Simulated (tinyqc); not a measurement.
Graded p-n junction, non-linear Poisson equation by Newton steps: course of the Newton iteration.

One dimension, p side on the left, n side on the right; net doping C = (Nd - Na)/2 + ((Nd + Na)/2) tanh(x/Lg). The potential psi is counted from the intrinsic level, and the quasi-Fermi potentials are flat: 0 for holes and -V for electrons, so n = ni exp((psi + V)/Vt) and p = ni exp(-psi/Vt) (Boltzmann statistics, full ionisation, no current). Under reverse bias this makes the minority densities vanishingly small everywhere; they play no part in the charge.

a_i = eps0 eps_r/h_i for the interval from node i to i + 1, with h_i = x_(i+1) - x_i in cm.

Start: The parabolas of an abrupt Na-Nd junction in the depletion approximation: psi_p + q Na (x + xp)^2/(2 eps0 eps_r) for -xp < x < 0, psi_n - q Nd (xn - x)^2/(2 eps0 eps_r) for 0 < x < xn, flat outside, with W = sqrt(2 eps0 eps_r (psi_n - psi_p)(1/Na + 1/Nd)/q), xp = W Nd/(Na + Nd), xn = W Na/(Na + Nd), psi_p = -Vt ln(Na/ni), psi_n = Vt ln(Nd/ni) - V.

n_i = ni exp((psi_i + V)/Vt), p_i = ni exp(-psi_i/Vt), rho_i = p_i - n_i + C_i, g_i = (n_i + p_i)/Vt. Box widths w_i = (h_(i-1) + h_i)/2 in cm. Residual F_i = a_i (psi_(i+1) - psi_i) - a_(i-1) (psi_i - psi_(i-1)) + q rho_i w_i; Jacobian: a_(i-1) and a_i beside the diagonal, b_i = -a_(i-1) - a_i - q g_i w_i on it. The two end nodes are fixed.

Solve the tridiagonal system a_(i-1) d_(i-1) + b_i d_i + a_i d_(i+1) = -F_i for nodes 1 to 8, with d = 0 on fixed nodes. The full step is added.

Stop when the largest undamped |d| is below 1e-9 V, or after 80 iterations.

Parameters, values chosen for the exercise; band and dielectric values those of a made-up semiconductor:
- T = 273 K (temperature)
- Eg = 3.99 eV (band gap)
- eps_r = 9.44 (relative permittivity)
- Nc = 1.67e19 cm^-3 (conduction-band density of states at T)
- Nv = 1.82e19 cm^-3 (valence-band density of states at T)
- Na = 7.8e17 cm^-3 (acceptor density of the p side)
- Nd = 1.5e17 cm^-3 (donor density of the n side)
- V = -4.2 V (bias of the p side against the n side)
- Lg = 230 nm (grading length)

Constants: q = 1.602176634e-19 C, kB = 1.380649e-23 J/K, Vt = kB T/q, eps0 = 8.8541878128e-14 F/cm where lengths are in cm. Results are converted to the units shown.

| node | x (nm) | net doping C (cm^-3) |
|---|---|---|
| 0 | -1600 | -7.79999e17 |
| 1 | -1110 | -7.79940e17 |
| 2 | -708 | -7.78033e17 |
| 3 | -379 | -7.46780e17 |
| 4 | -110 | -5.21855e17 |
| 5 | 110 | -1.08145e17 |
| 6 | 397 | 1.21445e17 |
| 7 | 772 | 1.48871e17 |
| 8 | 1260 | 1.49984e17 |
| 9 | 1900 | 1.50000e17 |

ni = 2.58372e-18 cm^-3

Course of the iteration:

| iteration | largest \|F\| (C/cm^2) | largest \|d\| (V) | at node |
|---|---|---|---|
| 1 | 1.25e-6 | 9.46 | 5 |
| 2 | 1.70e51 | 0.0235 | 5 |
| 3 | 6.26e50 | 0.0235 | 5 |
| 4 | 2.30e50 | 0.0235 | 5 |
| 5 | 8.47e49 | 0.0235 | 5 |
| 6 | 3.11e49 | 0.0235 | 5 |
| 7 | 1.15e49 | 0.0235 | 5 |
| 8 | 4.22e48 | 0.0235 | 5 |
| 9 | 1.55e48 | 0.0235 | 5 |
| ... | ... | ... | ... |
| 72 | 6.76e20 | 0.0235 | 5 |
| 73 | 2.49e20 | 0.0235 | 5 |
| 74 | 9.15e19 | 0.0235 | 5 |
| 75 | 3.37e19 | 0.0235 | 5 |
| 76 | 1.24e19 | 0.0235 | 5 |
| 77 | 4.55e18 | 0.0235 | 5 |
| 78 | 1.68e18 | 0.0235 | 5 |
| 79 | 6.16e17 | 0.0235 | 5 |
| 80 | 2.27e17 | 0.0235 | 5 |

Did this iteration meet its convergence test, and what does its course show?

No. Not converged within 80 iterations. The largest step sits at about Vt = 23.5 mV an iteration. An early full step of 9.46 V left a carrier density far too high, and where one exponential dominates the residual a Newton step lowers its exponent by only one. A rerun with halved steps (halved only while the largest |d| exceeds 1.5 Vt) from the same start converges in 40 iterations.

tinyqc, about 0.1 s, one thread, Intel Xeon 2.30GHz (shared host): `OMP_NUM_THREADS=1 python tinyqc.py 2000082 2000083 out.jsonl`
